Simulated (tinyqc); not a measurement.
# Deep trap from a strong local potential in a two-band host (Koster-Slater model with semi-elliptic bands), step by step

A worked calculation. Computed by tinyqc, a small Python program that keeps every step. Command: `OMP_NUM_THREADS=1 python tinyqc.py 3019263 3019264 out.jsonl deeptrap walk`. One thread of a shared host (Intel(R) Xeon(R) Processor @ 2.30GHz), about 0.03 s of CPU time with the checks. Intermediate numbers are printed to about 6 digits and carried at full precision; extremes and crossings named in words are read from the listed rows.

The valence band spans -2 W_v to 0 and the conduction band E_g to E_g + 2 W_c. The orbital at the impurity site has weight f_v in the valence band and 1 - f_v in the conduction band, each spread as a semi-ellipse (2/(pi W^2)) sqrt(W^2 - x^2) about the band centre. The impurity adds U to this orbital. Spin is left out.

Inputs (values chosen for the exercise, for a model semiconductor): gap E_g = 6.22 eV; half-width of the valence band W_v = 2.3 eV; half-width of the conduction band W_c = 2.8 eV; valence weight f_v of the site orbital = 0.58; impurity potential U = 7.08 eV; levels per band n = 2; trial energy E = 3.1 eV.

Impurity: repulsive, acceptor-like.

## Green function at the trial energy

In the gap G(E) = f_v (2/W_v^2)[x - sqrt(x^2 - W_v^2)] - (1 - f_v)(2/W_c^2)[y - sqrt(y^2 - W_c^2)], x = E + W_v, y = E_g + W_c - E. The potential that would put a level at E is U = 1/G(E).

valence part = 0.112778 1/eV

conduction part = -0.0754312 1/eV

G(E) = 0.0373468 1/eV

potential needed = 26.7761 eV

## Thresholds and the vacancy level

G falls across the gap from G(0) to G(E_g). A repulsive U binds if U > 1/G(0), an attractive one if U < 1/G(E_g); the vacancy level (U infinite) solves G(E) = 0 (bisection).

G(0) = 0.456605 1/eV

G(E_g) = -0.230637 1/eV

repulsive threshold = 2.19007 eV

attractive threshold = -4.33581 eV

vacancy level = 4.10167 eV

## The trap level

The trap level solves G(E) = 1/U (bisection). With D = -dG/dE = D_v + D_c, D_v = f_v (2/W_v^2)[x/sqrt(x^2 - W_v^2) - 1] and D_c = (1 - f_v)(2/W_c^2)[y/sqrt(y^2 - W_c^2) - 1], the weight on the impurity orbital is 1/(U^2 D) and the conduction-band character is D_c/D.

trap level E_t = 1.10507 eV

weight on the impurity orbital = 0.233329

conduction-band character = 0.0866357

depth below the conduction band = 5.11493 eV

The level comes up from the valence band and has covered 27 % of the way to the vacancy level, which it can never pass; 77 % of the state lies on host orbitals.

## The same problem as a small matrix

Each band is replaced by n levels e_k = centre + W cos(k pi/(n + 1)) with weights w_k = f (2/(n + 1)) sin^2(k pi/(n + 1)), k = 1..n (valence first); H_kl = e_k delta_kl + U sqrt(w_k w_l).

host levels e_k (eV): [-1.15, -3.45, 10.42, 7.62]

weights w_k: [0.29, 0.29, 0.21, 0.21]

H (eV):
$$\begin{pmatrix}
0.9032 & 2.0532 & 1.7472 & 1.7472 \\
2.0532 & -1.3968 & 1.7472 & 1.7472 \\
1.7472 & 1.7472 & 11.9068 & 1.4868 \\
1.7472 & 1.7472 & 1.4868 & 9.1068
\end{pmatrix}$$

## Levels of the small matrix

Diagonalise H (2n rows). The trap level, between the highest valence and the lowest conduction e_k, is number n + 1 from below for an attractive impurity and number n for a repulsive one.

levels (eV): [-2.6645, 1.0579, 8.6410, 13.4856]

trap level of the matrix = 1.05793 eV

It misses the Green-function level by -0.0471 eV. The lone level at 13.49 eV is the split-off partner, which holds a large part of the impurity orbital.

## Chemical trend: level against potential

U is 1.05, 1.2, 1.5, 2, 3, 5, 10 and 30 times the threshold, rounded to three digits; the largest values are formal and only show the vacancy limit.

Trend:
```
U (eV)  E_t (eV)  weight on the impurity  conduction character  E_t - vacancy level (eV)
2.30     0.00225                0.039799              0.001173                  -4.09942
2.63     0.03093                0.127161              0.004934                  -4.07074
3.29     0.14906                0.217491              0.013589                  -3.95261
4.38     0.41761                0.262512              0.031075                  -3.68406
6.57     0.98345                0.243504              0.075279                  -3.11822
11.00    1.86194                0.155633              0.174688                  -2.23972
21.90    2.88158                0.053899              0.342651                  -1.22008
65.70    3.69864                0.006262              0.509551                  -0.40303
```

dE_t/dU equals the weight on the impurity, which peaks at 0.263 (U = 4.38 eV) and falls to 0.0063 in the last row, so beyond the peak each further eV of potential moves the level less. The level nears the vacancy level, 4.102 eV, as 1/U: it is 1.220 eV away at 10 times the threshold and 0.403 eV at 30 times, and the state is then host-like.

## Opening the gap, as alloying or pressure does

The conduction band is shifted rigidly; widths, weights and U stay.

Against the gap:
```
E_g (eV)  E_t (eV)  depth below E_c (eV)  conduction character
3.11       0.74884               2.36116              0.150929
4.04       0.87710               3.16290              0.125999
4.98       0.98597               3.99403              0.106423
5.60       1.04858               4.55142              0.095807
6.22       1.10507               5.11493              0.086636
7.15       1.18008               5.96992              0.075065
8.09       1.24599               6.84401              0.065486
9.95       1.35360               8.59640              0.051080
```

As the conduction band moves up by 6.840 eV the level follows by 0.605 eV, a mean slope of 0.09; the local slope is the conduction character. A shallow donor would follow with slope 1 and a shallow acceptor with slope 0.

Checks made by the program: closed form against a 4000-point quadrature of the densities of states (relative difference below 1e-10); 200 levels per band against the Green function (relative difference below 1e-10).
